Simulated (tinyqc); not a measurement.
Worked calculation: UHF in the sto-3g basis, for H3, spin multiplicity 2. One step of it, computed by the program tinyqc.

Problem. Orthogonalisation. S = U s U^T; symmetric (Loewdin) form X = U s^(-1/2) U^T, so that X^T S X = 1.

overlap S, order 1H 1s, 2H 1s, 3H 1s:
```
[[1.000000, 0.475528, 0.475528],
 [0.475528, 1.000000, 0.105806],
 [0.475528, 0.105806, 1.000000]]
```

Give: eigenvalues of S; X.

Solution.

eigenvalues of S: [0.378, 0.894, 1.727]

X, order 1H 1s, 2H 1s, 3H 1s:
```
[[1.227, -0.305, -0.305],
 [-0.305, 1.108, 0.051],
 [-0.305, 0.051, 1.108]]
```
